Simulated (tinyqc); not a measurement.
# Undoped symmetric double-gate MOSFET, analytic potential model: what changes with what

An undoped body of thickness ts between two equal insulators and tied gates; long channel, electrons only, n = ni exp((psi - V)/Vt) with V the quasi-Fermi potential (0 at the source, Vd at the drain), constant mobility, no quantisation. Across the body psi(x) = V - 2 Vt ln[(ts/(2 beta)) sqrt(q ni/(2 eps0 eps_r Vt)) cos(2 beta x/ts)], x from the centre. Q is the electron charge per area of the whole body.

Parameters, values chosen for the exercise; material values close to those of silicon: temperature T = 300 K; band gap Eg = 1.14 eV; relative permittivity of the semiconductor eps_r = 11.5; conduction-band density of states at T Nc = 2.78e19 cm^-3; valence-band density of states at T Nv = 2.61e19 cm^-3; relative permittivity of the gate insulator eox = 3.72; insulator thickness tox = 1.8 nm; body thickness ts = 10 nm; gate work function less that of the intrinsic body dphi = 0.21 V; channel mobility mu = 140 cm^2/(V s); gate length L = 0.5 um; drain voltage Vd = 0.1 V.

Constants: q = 1.602176634e-19 C, kB = 1.380649e-23 J/K, Vt = kB T/q, eps0 = 8.8541878128e-14 F/cm where lengths are in cm. Results are converted to the units shown.

Each table varies one quantity; the others keep the values above.

## Effect of the body thickness

ni = sqrt(Nc Nv) exp(-Eg/(2 Vt)), Eg in volts; r = eps_r tox/(eox ts); V0 = dphi + 2 Vt ln[(2/ts) sqrt(2 eps0 eps_r Vt/(q ni))]. beta (between 0 and pi/2) solves (Vg - V0 - V)/(2 Vt) = ln(beta) - ln(cos beta) + 2 r beta tan(beta). Q = 8 eps0 eps_r Vt beta tan(beta)/ts; I = mu (1/L)(4 eps0 eps_r/ts)(2 Vt)^2 [g(beta_s) - g(beta_d)] per width, g = beta tan(beta) - beta^2/2 + r beta^2 tan^2(beta), with beta_s at V = 0 and beta_d at V = Vd.  I(low) is taken at Vg = 0.45 V, Qs and I(high) at Vg = 1.2 V.

Effect of the body thickness:
```
ts (nm)	V0 (V)	I(low) (nA/um)	Qs(high) (nC/cm^2)	I(high) (uA/um)
3.3	0.75925	0.028859	1438.6	35.708
4.7	0.74096	0.041102	1445.8	35.935
6.5	0.72420	0.056842	1450.2	36.076
9.1	0.70680	0.079577	1453.0	36.170
13	0.68836	0.11368	1454.8	36.229
18	0.67153	0.15739	1455.7	36.260
25	0.65455	0.21857	1456.2	36.278
```

What does the comparison show?

As ts goes from 3.3 to 25 nm, I(low) rises from 0.0289 to 0.219 nA/um and I(high) rises from 35.7 to 36.3 uA/um. On average I(low) goes as ts^(1.00) and I(high) goes as ts^(0.01). Below threshold the charge is proportional to the cross-section of the body; above it the insulator sets the charge. In every row the surface density at the source at the higher gate voltage passes 0.3 Nc, where Boltzmann statistics fail. For ts = 3.3 to 6.5 nm the body is thin enough for quantum confinement, left out here, to raise the threshold.

## Output curve

Q = 8 eps0 eps_r Vt beta tan(beta)/ts; I = mu (1/L)(4 eps0 eps_r/ts)(2 Vt)^2 [g(beta_s) - g(beta_d)] per width, g = beta tan(beta) - beta^2/2 + r beta^2 tan^2(beta), with beta_s at V = 0 and beta_d at V = Vd.

In this table Vg = 1.45 V.

Output curve:
```
Vd (V)	Qd (nC/cm^2)	Qd/Qs	I (uA/um)
0.15	1782.1	0.77993	85.373
0.28	1356.4	0.59363	142.46
0.41	945.56	0.41382	184.30
0.54	559.97	0.24507	211.60
0.68	202.27	0.088522	226.25
0.81	15.520	0.0067922	229.53
0.94	0.12546	5.4907e-5	229.65
1.07	8.2289e-4	3.6013e-7	229.65
1.2	5.3882e-6	2.3581e-9	229.65
```

The current rises from 85.4 to 230 uA/um, while the charge at the drain end falls from 0.78 to 2.4e-9 of that at the source. The current first comes within 1 % of its last value at Vd = 0.81 V among the rows. Over the last rows Qd falls by a factor of e for each Vt of drain voltage: the drain end is in weak inversion. In every row the surface density at the source passes 0.3 Nc, where Boltzmann statistics fail.

## Transfer curve and volume inversion

Same model as above.

The drop is psi(surface) - psi(centre) at the source end; C = dQs/dVg, Cg = 2 eps0 eox/tox; gm = dI/dVg.

Transfer curve and volume inversion:
```
Vg (V)	Qs (nC/cm^2)	drop (mV)	C/Cg	I (uA/um)	gm/I (1/V)
0.4	0.0017837	2.1897e-4	1.8853e-5	1.2642e-5	38.681
0.49	0.057932	0.0071116	6.1183e-4	4.1074e-4	38.666
0.58	1.8376	0.22526	0.018945	0.013184	38.190
0.66	28.279	3.3953	0.21600	0.23788	32.275
0.75	160.23	17.424	0.55099	2.2092	17.626
0.84	370.27	34.992	0.70512	7.0000	9.1892
0.93	616.94	50.675	0.78535	13.385	5.6957
1.01	853.78	62.520	0.82952	19.743	4.1669
1.1	1132.9	73.835	0.86292	27.357	3.1663
```

What does the comparison show?

The current rises from 1.26e-5 to 27.4 uA/um. In the first row gm/I is 38.7 1/V, within 0.01 % of 1/Vt: with no depletion charge the whole body follows the gate, and the swing is ideal. The drop between surface and centre goes from 2.2e-4 to 73.8 mV and passes Vt at Vg = 0.84 V among the rows; below that the density varies across the body by less than a factor of e (volume inversion). C reaches 0.86 of Cg in the last row. For Vg = 0.93 to 1.1 V the surface density at the source passes 0.3 Nc, where Boltzmann statistics fail.

Program tinyqc, `OMP_NUM_THREADS=1 python tinyqc.py 2440154 2440155 out.jsonl`; Intel Xeon 2.30GHz, shared host, one thread, about 0.03 s.
